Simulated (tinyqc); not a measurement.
Inside a calculation. Method: plane-wave Kohn-Sham cycle with exchange-only LDA in a layered model solid. Computed by tinyqc, a small Python program that keeps every step. Settings: points = 16, plane-wave index or count = 2, electrons = 4, k points = 4, area = 15.0, mixing = 1.0, iteration cap = 68. Command: `OMP_NUM_THREADS=1 python tinyqc.py 20840 20841 out.jsonl` (the two numbers bound the seeds that draw the settings). One thread of a shared host (Intel(R) Xeon(R) Processor @ 2.60GHz), about 0.04 s of CPU time with the checks.

A solid whose potential varies along x alone (atomic units):
```
parameter,value
period a,10.700000
cross-section of the cell,15.000000
electrons per cell,4
grid points,16
"plane waves -n..n, n",2
k points,4
V1 in V1 cos(2 pi x/a),-0.680000
```

Stop when sqrt(dV sum R^2) is below 1e-8, dV = a A/N.

Course of the cycle:
```
iteration,E (hartree),norm of the residual
1,-1.7404159,2.72e-01
2,-1.8759286,4.43e-01
3,-3.6461365,4.72e-01
4,-2.2079272,5.01e-01
5,-4.0514385,5.03e-01
6,-2.2304516,5.04e-01
7,-4.0742515,5.04e-01
8,-2.2314625,5.04e-01
9,-4.0752668,5.04e-01
10,-2.2315070,5.04e-01
11,-4.0753115,5.04e-01
...,...,...
58,-2.2315091,5.04e-01
59,-4.0753136,5.04e-01
60,-2.2315091,5.04e-01
61,-4.0753136,5.04e-01
62,-2.2315091,5.04e-01
63,-4.0753136,5.04e-01
64,-2.2315091,5.04e-01
65,-4.0753136,5.04e-01
66,-2.2315091,5.04e-01
67,-4.0753136,5.04e-01
68,-2.2315091,5.04e-01
```

Can the last value be used, and what does the course show?

Not by the stop rule. Not converged within 68 iterations: the residual has stopped falling: the iteration swings between two states. Reruns (cap 100 unless said): mixing 0.1: not converged; mixing 0.5, Kerker q0 1.0: converged in 42 (E = -1.05273); mixing 0.3, Pulay depth 5: converged in 15 (E = -1.05273); the original settings with a cap of 400: not converged.
